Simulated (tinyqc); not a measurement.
Inside a calculation. Method: plane-wave Kohn-Sham cycle with exchange-only LDA in a layered model solid. Computed by tinyqc, a small Python program that keeps every step. Settings: points = 16, plane-wave index or count = 2, electrons = 4, k points = 1, area = 35.0, mixing = 0.1, iteration cap = 66, Kerker q0 = 1.06. Command: `OMP_NUM_THREADS=1 python tinyqc.py 21216 21217 out.jsonl` (the two numbers bound the seeds that draw the settings). One thread of a shared host (Intel(R) Xeon(R) Processor @ 2.60GHz), about 0.01 s of CPU time with the checks.

A solid whose potential varies along x alone (atomic units):
```
parameter                      value
period a                   15.000000
cross-section of the cell  35.000000
electrons per cell                 4
grid points                       16
plane waves -n..n, n               2
k points                           1
V1 in V1 cos(2 pi x/a)     -0.190000
V2 in V2 cos(4 pi x/a)     -0.200000
```

Stop when sqrt(dV sum R^2) is below 1e-8, dV = a A/N.

Course of the cycle:
```
iteration  E (hartree)  norm of the residual
1          -0.71673066              1.10e-01
2          -0.71248440              1.05e-01
3          -0.70858576              1.01e-01
4          -0.70501021              9.65e-02
5          -0.70173395              9.23e-02
6          -0.69873417              8.83e-02
7          -0.69598922              8.44e-02
8          -0.69347867              8.08e-02
9          -0.69118338              7.73e-02
10         -0.68908549              7.39e-02
11         -0.68716839              7.07e-02
...                ...                   ...
56         -0.66644355              1.15e-02
57         -0.66638867              1.11e-02
58         -0.66633684              1.08e-02
59         -0.66628786              1.04e-02
60         -0.66624154              1.01e-02
61         -0.66619769              9.73e-03
62         -0.66615615              9.42e-03
63         -0.66611678              9.12e-03
64         -0.66607944              8.83e-03
65         -0.66604400              8.55e-03
66         -0.66601035              8.28e-03
```

Can the last value be used, and what does the course show?

Not by the stop rule. Not converged within 66 iterations: the residual falls steadily but slowly, by a factor of about 0.97 a step. At the k point shown the highest filled and lowest empty bands lie only 0.0128 hartree apart, so integer filling is fragile. Reruns (cap 100 unless said): mixing 0.5, Kerker q0 1.0: not converged; mixing 0.3, Pulay depth 5: converged in 18 (E = -0.66526); the original settings with a cap of 400: not converged.
